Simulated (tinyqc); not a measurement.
Inside a calculation. Model: resistive crossbar, vector-matrix product with wire resistance.

Numbers from tinyqc (`OMP_NUM_THREADS=1 python tinyqc.py 2880109 2880110 out.jsonl`; about 0.01 s on one thread of a shared Intel Xeon 2.30GHz). Printed values are rounded.

2 rows and 2 columns. Cell (i, j) joins row node wij to column node bij. Each row is driven at its left end through one wire segment rw; neighbouring nodes along a row or a column are joined by rw; each column ends below the last row in one more rw and a virtual ground, where its current is read. Ideal output: I_j = sum_i V_i G_ij.

Values chosen for this exercise: wire resistance between neighbouring cells rw = 50 ohm; input voltages of the rows V = [0.19, 0.31] V.

## The nodal equations

cell conductances G (uS):
```
       column 1  column 2
row 1        56        68
row 2        82        15
```

Kirchhoff current law at every node, A x = b: A holds the sum of the conductances at a node on the diagonal and minus the conductance between two nodes off it (wire conductance 1/rw); b = V_i/rw at the first node of row i.

A (uS):
```
         w11      w12      w21      w22      b11      b12      b21      b22
w11  40056.0   -20000        0        0      -56        0        0        0
w12   -20000  20068.0        0        0        0      -68        0        0
w21        0        0  40082.0   -20000        0        0      -82        0
w22        0        0   -20000  20015.0        0        0        0      -15
b11      -56        0        0        0  20056.0        0   -20000        0
b12        0      -68        0        0        0  20068.0        0   -20000
b21        0        0      -82        0   -20000        0  40082.0        0
b22        0        0        0      -15        0   -20000        0  40015.0
```

b (uA): w11 3800, w12 0, w21 6200, w22 0, b11 0, b12 0, b21 0, b22 0

## Node voltages and column currents

Solve A x = b; I_j = b2j/rw.

row nodes (mV): w11 188.843, w12 188.208, w21 308.512, w22 308.281
column nodes (mV): b11 2.30223, b12 1.50018, b21 1.77991, b22 0.865369
column currents (uA): column 1 35.5983, column 2 17.3074

## Error against the ideal product

Ideal I_j = sum_i V_i G_ij; error = I/ideal - 1.

ideal currents (uA): column 1 36.06, column 2 17.57
error (%): column 1 -1.280, column 2 -1.495

The largest error is in column 2. All currents fall short, since the wires take part of the voltage.
